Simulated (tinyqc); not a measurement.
Gate voltage for a wanted density.

Question. A HEMT has a barrier of thickness d, permittivity eb and off voltage Voff; energies are counted from the channel band edge at the interface. F = q (eta ns + Nb)/(eps0 ec) in eV/nm; E_k = a_k (C F^2/me)^(1/3), a_0 = 2.338107, a_1 = 4.087949, C = hbar^2/(2 m0); D = me m0 q/(pi hbar^2); ns = D Vt [ln(1 + exp((EF - E_0)/Vt)) + ln(1 + exp((EF - E_1)/Vt))], which gives EF = E_0 + Vt ln{2 s/[(1 + u) + sqrt((1 + u)^2 + 4 u s)]} with s = exp(ns/(D Vt)) - 1, u = exp((E_0 - E_1)/Vt). Charge control: ns + Nb = eps0 eb (Vg - Voff - EF)/(q d). Find E_0, E_1, EF and the Vg that gives this ns.

Values chosen for this exercise; material values close to those of InGaP on GaAs:
```
symbol,value,unit,meaning
T,400,K,temperature
d,31,nm,barrier thickness from gate to channel
me,0.0653,m0,electron mass in the channel
ec,13.2,,relative permittivity of the channel
eta,0.6,,share of ns that counts in the confining field
Nb,0,cm^-2,depletion charge of the buffer
```

Constants: q = 1.602176634e-19 C, kB = 1.380649e-23 J/K, hbar = 1.054571817e-34 J s, m0 = 9.1093837015e-31 kg, Vt = kB T/q, eps0 = 8.8541878128e-14 F/cm where lengths are in cm, hbar^2/(2 m0) = 0.0380998212 eV nm^2. Results are converted to the units shown.

ns = 8.9e11 cm^-2
eb = 12
Voff = -1.1272104 V

Answer. In this direction nothing needs iterating: ns fixes the field, the levels and EF, and the charge-control relation gives Vg.

E_0 = 0.0737 eV
E_1 = 0.129 eV
EF = 0.0771 eV
Vg = -0.634 V

Numbers from tinyqc (`OMP_NUM_THREADS=1 python tinyqc.py 2180103 2180104 out.jsonl`; about 0.01 s on one thread of a shared Intel Xeon 2.30GHz).
